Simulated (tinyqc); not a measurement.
Pariser-Parr-Pople SCF with singles CI, for the molecule [CH2+]c1ccccc1 (SMILES; centres numbered as the heavy atoms are written), step by step. One step of it, computed by the program tinyqc.

Question. Iteration 2: orbitals and new P. Diagonalise F (the basis is taken as orthonormal) and form P = 2 sum c c over the lowest orbitals.

F (eV), lower triangle:
```
           1C          2C         3C         4C         5C         6C         7C
1C  -9.895811
2C  -4.142157  -10.543682
3C  -0.507894   -3.597797  -9.816244
4C   0.184937    0.009097  -4.191075  -9.635013
5C   0.377021    0.330947  -0.342544  -3.934960  -9.416406
6C   0.184937    0.009097   0.464219  -0.055756  -3.934960  -9.635013
7C  -0.507894   -3.597797   0.369941   0.464219  -0.342544  -4.191075  -9.816244
```

pi electrons, sum of z_r less the charge = 6

Give: orbital energies; P after iteration 2.

Answer.

orbital energies (eV): -17.912  -15.320  -14.548  -8.666  -5.218  -4.786  -2.310

P after iteration 2, lower triangle:
```
        1C      2C      3C      4C     5C     6C     7C
1C   0.537
2C   0.716   1.017
3C   0.275   0.474   0.858
4C  -0.131  -0.006   0.724   0.963
5C  -0.294  -0.194   0.193   0.618  0.804
6C  -0.131  -0.006  -0.274   0.028  0.618  0.963
7C   0.275   0.474  -0.207  -0.274  0.193  0.724  0.858
```
